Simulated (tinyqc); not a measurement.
# Worked calculation: surface potential of a MOS transistor: implicit equation and explicit approximations

Program tinyqc, `OMP_NUM_THREADS=1 python tinyqc.py 2122095 2122096 out.jsonl`; Intel Xeon 2.30GHz, shared host, one thread, about 0.01 s. Printed values are rounded.

p-type body, charge-sheet picture, depletion and inversion only, full ionisation (an idealisation for deep acceptors), Boltzmann statistics (rough once Na exp(x - xn) passes about Nc/7). In units of Vt: xg = (Vg - Vfb)/Vt, x = psi/Vt, G = gamma/sqrt(Vt), xn = (2 phiF + Vc)/Vt. The implicit equation is (xg - x)^2 = G^2 [x - 1 + exp(x - xn)] for x above about 3. Cox = eps0 eox/tox.

Values chosen for this exercise; band and dielectric values close to those of silicon:
- T = 350 K (temperature)
- Eg = 1.12 eV (band gap)
- eps_r = 11.8 (relative permittivity)
- Nc = 3.52e19 cm^-3 (conduction-band density of states at T)
- Nv = 3.38e19 cm^-3 (valence-band density of states at T)
- eox = 3.9 (relative permittivity of the gate insulator (close to silicon dioxide))
- tox = 1.2 nm (insulator thickness)
- Na = 1.4e17 cm^-3 (acceptor density)
- Vfb = -0.86 V (flat-band voltage)
- Vc = 0 V (channel-body voltage)
- Vg = 0.46 V (gate-body voltage)

Constants: q = 1.602176634e-19 C, kB = 1.380649e-23 J/K, Vt = kB T/q, eps0 = 8.8541878128e-14 F/cm where lengths are in cm. Results are converted to the units shown.

Range of the model: The electron quasi-Fermi level lies less than 2 Vt below the band edge at the surface, or above it, where degeneracy and confinement, left out, matter.

## Scales

ni = sqrt(Nc Nv) exp(-Eg/(2 Vt)), Eg in volts; phiF = Vt ln(Na/ni); gamma = sqrt(2 q eps0 eps_r Na)/Cox; VT = Vfb + Vt (xn + G sqrt(xn - 1)).

phiF = 0.3939092 V
gamma = 0.07523458 V^0.5
G = 0.4332086
xn = 26.12073
VT = -0.006694673 V
xg = 43.76561

## Explicit approximation

Depletion value a = 1 + [sqrt(G^2/4 + xg - 1) - G/2]^2; inversion value b = xn + ln[(xg - xn)^2/G^2 - xn + 1] and first guess y = min(a, b) - ln(1 + exp(-|a - b|)) if a > xn + 1, else b = y = a; one second-order correction with D = exp(y - xn), p = 2 (xg - y) + G^2 (1 + D), w = (xg - y)^2 - G^2 (y - 1 + D): z = y + 2 w/(p + sqrt(p^2 - 2 (2 - G^2 D) w)), or the Newton step z = y + w/p where the root is not real.

a = 41.02491
b = 33.51943
y = 33.51888
p = 327.1402
w = -207.5664
z = 32.88439

The root of the implicit equation is x = 32.5754; y misses it by 0.94 and z by 0.31, in units of Vt (Newton branch).

## Starting value

x = a rounded to two decimals.

x at the start = 41.02

## Iteration 1: new x

D = exp(x - xn), f = (xg - x)^2 - G^2 (x - 1 + D), f' = -2 (xg - x) - G^2 (1 + D), x(new) = x - f/f'.

D = 2.955784e6
f = -5.547110e5
f' = -5.547167e5
x after iteration 1 = 40.02001

## Iteration 2: new x

As before.

D = 1.087383e6
f = -2.040622e5
f' = -2.040766e5
x after iteration 2 = 39.02008

## Course of the iteration

Stop when the step is below 1e-11, or after 60 iterations.

Course of the iteration:
```
iteration  x before the step      step
1                      41.02     -1.00
2                   40.02001     -1.00
3                   39.02008     -1.00
4                   38.02041    -0.999
5                   37.02178    -0.995
6                   36.02692    -0.982
7                   35.04517    -0.939
8                   34.10631    -0.813
9                   33.29301    -0.530
10                  32.76264    -0.173
11                  32.58947   -0.0140
12                  32.57548  -8.17e-5
13                  32.57540  -2.76e-9
14                  32.57540         0
```

Converged in 14 iterations. In 6 iterations the step is within 5 % of -1, the mark of an exponential that dominates f.

## Potential, charges and gate control

converged x = 32.57540

psi = Vt x; N_dep = Cox Vt G sqrt(x - 1)/q; N_inv = (Cox Vt G/q) [sqrt(x - 1 + exp(x - xn)) - sqrt(x - 1)]; dpsi/dVg = 1/[1 + G^2 (1 + exp(x - xn))/(2 (xg - x))].

psi = 0.9824957 V
N_dep = 1.318664e12 cm^-2
N_inv = 4.7431e12 cm^-2
dpsi/dVg = 0.1577606

psi lies 6.5 Vt above 2 phiF + Vc.
